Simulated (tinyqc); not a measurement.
Worked calculation: anisotropic elasticity and sound waves of a cubic crystal. Computed by tinyqc, a small Python program that keeps every step. Command: `OMP_NUM_THREADS=1 python tinyqc.py 3025401 3025402 out.jsonl cubicelastic walk`. One thread of a shared host (Intel(R) Xeon(R) Processor @ 2.30GHz), about 0.01 s of CPU time with the checks. Intermediate numbers are printed to about 6 digits and carried at full precision; extremes and crossings named in words are read from the listed rows.

Voigt order 1..6 = xx, yy, zz, yz, xz, xy, with engineering shear strains. The rotated frame has x' as named, z' along the wafer normal and y' = z' x x'.

Inputs (values chosen for the exercise, modelled on titanium nitride):
```
quantity                                value    unit
C11                                     621.7     GPa
C12                                     161.9     GPa
C44                                     165.2     GPa
density rho                              5.44  g/cm^3
expansion coefficient of the film         9.6   ppm/K
expansion coefficient of the substrate   0.55   ppm/K
cooling Delta T                           100       K
```

Frame: (110) wafer, x' along [001].

wave normal (not normalised): 4  3.5  2.2

## Compliances and anisotropy

S11 = (C11 + C12)/D, S12 = -C12/D, D = (C11 - C12)(C11 + 2 C12), S44 = 1/C44. Zener ratio A = 2 C44/(C11 - C12); S0 = S11 - S12 - S44/2; H = 2 C44 + C12 - C11.

S11 = 1.80245 1/TPa

S12 = -0.372406 1/TPa

S44 = 6.05327 1/TPa

Zener ratio A = 0.718573

S0 = -0.851776 1/TPa

H = -129.4 GPa

## Stiffness in the rotated frame

direction cosines a (rows x', y', z' in the cube axes):
```
          x         y        z
x'  0.00000   0.00000  1.00000
y'  0.70711  -0.70711  0.00000
z'  0.70711   0.70711  0.00000
```

C'_ijkl = C12 delta_ij delta_kl + C44 (delta_ik delta_jl + delta_il delta_jk) - H sum_m a_im a_jm a_km a_lm.

C' (GPa):
```
       1      2      3      4      5      6
1  621.7  161.9  161.9    0.0    0.0    0.0
2  161.9  557.0  226.6    0.0    0.0    0.0
3  161.9  226.6  557.0    0.0    0.0    0.0
4    0.0    0.0    0.0  229.9    0.0    0.0
5    0.0    0.0    0.0    0.0  165.2    0.0
6    0.0    0.0    0.0    0.0    0.0  165.2
```

No normal-shear coupling appears in this frame.

## Moduli along the axes of the frame

Invert C' to S'. E along x' = 1/S'11, along y' = 1/S'22; Poisson ratios nu(x'y') = -S'12/S'11 and nu(x'z') = -S'13/S'11; in-plane shear modulus 1/S'66.

E along x' = 554.800 GPa

E along y' = 448.764 GPa

nu(x'y') = 0.206611

nu(x'z') = 0.206611

in-plane shear modulus = 165.2 GPa

E differs between x' and y' by +23.6 %.

## Thermal stress in a film with this orientation

On cooling, a thick substrate imposes eps_1 = eps_2 = (alpha_film - alpha_substrate) Delta T and eps_6 = 0; the free surface sets sigma_3 = sigma_4 = sigma_5 = 0, which fixes eps_3, eps_4, eps_5. Biaxial modulus M = (sigma_1 + sigma_2)/(2 eps); energy density M eps^2. Elastic response and constant coefficients are assumed.

in-plane strain = 0.905 per mille

elastic strain along the normal = -0.631225 per mille

stress along x' = 606.963 MPa

stress along y' = 507.569 MPa

biaxial modulus M = 615.763 GPa

energy density = 0.504325 MJ/m^3

The film ends in tension. Caution: the thermal stress of this film exceeds 200 MPa, which can relax by slip, cracking or buckling in a real film.

## Sound waves along the wave normal

In the cube axes, with unit normal n: G_ij = (C12 + C44) n_i n_j + (C44 - H n_i^2) delta_ij, eigenvalues rho v^2, eigenvectors u (columns, largest component positive). Group velocity V_i = [(C12 + C44)(u.n) u_i + C44 n_i - H u_i^2 n_i]/(rho v); its angle to n has cosine v/|V|.

Christoffel matrix (GPa):
```
         x        y        z
x  385.931  138.392   86.989
y  138.392  334.197   76.116
z   86.989   76.116  231.971
```

phase velocities (m/s): 5892.42  6352.54  9997.15

polarisations:
```
        slow       fast  longitudinal
x  -0.207511  -0.662976      0.719307
y  -0.291490   0.743816      0.601474
z   0.933795   0.084859      0.347601
```

group speeds (m/s): 6084.8  6396.5  10014.1

angles between V and n (degree): 14.4450  6.7210  3.3310

Energy flows off the wave normal by up to 14.4 degrees, for the slow transverse wave.

## Polycrystal bounds against single-crystal directions

B = (C11 + 2 C12)/3; Voigt G = (C11 - C12 + 3 C44)/5; Reuss G = 5/(4 (S11 - S12) + 3 S44); Hill is their mean; E = 9BG/(3B + G), nu = (3B - 2G)/(6B + 2G). Along <hkl>, with g = 0, 1/4, 1/3: 1/E = S11 - 2 S0 g; for a film with that normal C33 = C11 + 2 H g and M = [6B - (3B - C33) - (3B - C33)^2/C33]/2.

bulk modulus B = 315.167 GPa

Averages:
```
average  G (GPa)  E (GPa)        nu
Voigt    191.080  476.868  0.247822
Reuss    186.156  466.600  0.253252
Hill     188.618  471.745  0.250531
```

Directions:
```
direction  E (GPa)  biaxial modulus M (GPa)
<100>      554.800                  699.278
<110>      448.764                  615.763
<111>      421.887                  583.440
```

The bounds on G differ by 2.6 %, while E varies by a factor 1.32 with direction; with A below 1 the stiffest axis is <100>. Under a fixed mismatch strain, grains with a <111> normal store the least energy.

Checks made by the program: E along x' against 1/E = S11 - 2 S0 (l^2 m^2 + m^2 n^2 + n^2 l^2) (relative difference below 1e-10); closed form of M against the matrix solution (relative difference below 1e-10).
